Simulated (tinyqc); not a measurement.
UHF in the 6-311g basis, for H2, spin multiplicity 3, step by step. One step of it, computed by the program tinyqc.

Task: Iteration 2: DIIS coefficients. Solve [B -1; -1 0][c; lambda] = [0; -1] for the coefficients, which sum to one.

B (overlaps of the stored error matrices):
```
               1              2
1  2.6095014e+00  1.1835796e+00
2  1.1835796e+00  5.5577188e-01
```

Give: DIIS coefficients.

Result:

DIIS coefficients: -0.787  1.787
